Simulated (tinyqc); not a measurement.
From results back to parameters: alloy A(1-x)B(x) by interpolation with bowing. Two cases, with inputs chosen for the exercise.

Problem. An unstrained alloy A(1-x)B(x) follows Vegard, a(x) = (1 - x) a_A + x a_B, and E(x) = (1 - x) E_A + x E_B - C x (1 - x) at Gamma. Its lattice constant and gap are given.

Find: x; linear part of the gap; C.

Method. x = (a - a_A)/(a_B - a_A); the bowing is the shortfall against the linear part divided by x (1 - x).

Case 1.

Values chosen (out of a larger set: A near InSb, B near InAs; not measured data): a = (6.475, 6.063) angstrom (lattice constant of A, B); Eg = (0.238, 0.415) eV (gap at Gamma to the s-like level of A, B).

a(x) = 6.260760 angstrom
gap at Gamma = 0.157566 eV

Solution.

x = 0.520
linear part of the gap = 0.3300 eV
C = 0.691 eV

Case 2.

Values chosen (out of a larger set: A near Ge, B near Si; not measured data): a = (5.662, 5.434) angstrom (lattice constant of A, B); Eg = (0.89, 4.247) eV (gap at Gamma to the s-like level of A, B).

a(x) = 5.520640 angstrom
gap at Gamma = 2.918566 eV

Solution.

x = 0.620
linear part of the gap = 2.9713 eV
C = 0.224 eV

Computed by tinyqc, one run a case: `OMP_NUM_THREADS=1 python tinyqc.py N N+1 out.jsonl` with N = 1080929, 1080960; one thread of a shared Intel(R) Xeon(R) Processor @ 2.30GHz, about 0.01 s a run at most.
